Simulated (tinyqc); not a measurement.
Inside a calculation. Model: metal gate on a two-layer dielectric stack with fixed charge and a dipole.

Computed by the program tinyqc: `OMP_NUM_THREADS=1 python tinyqc.py 2010149 2010150 out.jsonl`, one thread of a shared Intel Xeon 2.30GHz, about 0.01 s for the whole run. Printed values are rounded.

Gate, layer 2, layer 1, p-type semiconductor; x runs from the gate inwards. Charges are counted in units of +q. psi is the band bending at the surface, positive towards inversion. Classical charge, Boltzmann statistics, no interface traps.

Inputs (values chosen for the exercise); band and dielectric values close to those of 4H silicon carbide, layer 1 close to silicon dioxide, layer 2 close to hafnium oxide: temperature T = 250 K; band gap Eg = 3.23 eV; relative permittivity eps_r = 9.79; conduction-band density of states at T Nc = 1.31e19 cm^-3; valence-band density of states at T Nv = 1.9e19 cm^-3; electron affinity chi = 3.6 eV; acceptor density Na = 3.1e17 cm^-3; work function of the gate metal pM = 4.36 eV; thickness of layer 1, next to the semiconductor t1 = 0.7 nm; relative permittivity of layer 1 e1 = 4.01; thickness of layer 2, next to the gate t2 = 5.1 nm; relative permittivity of layer 2 e2 = 21.5; fixed charge at the semiconductor interface Q1 = 8e10 cm^-2; fixed charge between the layers Q2 = 2.5e11 cm^-2; uniform charge density in layer 1 r1 = 0 cm^-3; uniform charge density in layer 2 r2 = 6.5e17 cm^-3; flat-band shift by a dipole layer between the layers Vd = -0.31 V; band bending psi of the working point ps = 1.206 V.

Constants: q = 1.602176634e-19 C, kB = 1.380649e-23 J/K, Vt = kB T/q, eps0 = 8.8541878128e-14 F/cm where lengths are in cm. Results are converted to the units shown.

## Equivalent thickness and work-function difference

EOT = 3.9 (t1/e1 + t2/e2), Cox = eps0/(t1/e1 + t2/e2); phi_ms = pM - (chi + Eg - Vt ln(Nv/Na)).

EOT = 1.60591 nm
Cox = 2.15026 uF/cm^2
share of layer 1 in the EOT = 42.3932 %
phi_ms = -2.38134 V

## Flat-band voltage, term by term

EOT = 3.9 (t1/e1 + t2/e2), Cox = eps0/(t1/e1 + t2/e2); phi_ms = pM - (chi + Eg - Vt ln(Nv/Na)). Vfb = phi_ms + Vd - (q/eps0) [Q1 (t1/e1 + t2/e2) + Q2 t2/e2 + r1 (t1^2/(2 e1) + t1 t2/e2) + r2 t2^2/(2 e2)]: each charge counts with its electrical distance from the gate.

terms (V): phi_ms -2.38134, dipole -0.31000, Q1 -0.00596, Q2 -0.01073, r1 0.00000, r2 -0.00711
Vfb = -2.71514 V

Apart from phi_ms the largest term is that of dipole, -310 mV; all charges and the dipole together move Vfb by -334 mV.

## Threshold voltage

ni = sqrt(Nc Nv) exp(-Eg/(2 Vt)), Eg in volts, pB = Vt ln(Na/ni), Vth = Vfb + 2 pB + sqrt(4 q eps0 eps_r Na pB)/Cox.

ni = 4.37568e-14 cm^-3
pB = 1.53034 V
depletion charge = 0.513365 uC/cm^2
Vth = 0.584285 V

## Charge in the semiconductor

ni = sqrt(Nc Nv) exp(-Eg/(2 Vt)), Eg in volts. Qs = -sign(psi) sqrt(2 q eps0 eps_r Na Vt [exp(-u) + u - 1 + (ni/Na)^2 (exp(u) - u - 1)]), u = psi/Vt.

Qs = -0.319357 uC/cm^2

The surface is depleted or weakly inverted.

## Fields and voltage drops

Gauss: D = -Qs just inside the semiconductor; going towards the gate subtract q Q1, then q r1 t1, q Q2 and q r2 t2. Field = D/(eps0 e); the drop over a layer is its mean field times its thickness; Vg = phi_ms + Vd + psi + both drops.

D, place layer 2, gate side to semiconductor surface (uC/cm^2): [0.213373, 0.266485, 0.306540, 0.306540, 0.319357]
field, place layer 2, gate side to semiconductor surface (MV/cm): [0.112086, 0.139986, 0.863363, 0.863363, 0.368421]
drop over layer 2 = 0.0642785 V
drop over layer 1 = 0.0604354 V
Vg = -1.36062 V

The same Vg follows from Vfb + psi - Qs/Cox. The largest field, 0.863 MV/cm in size, is at: layer 1, outer side.
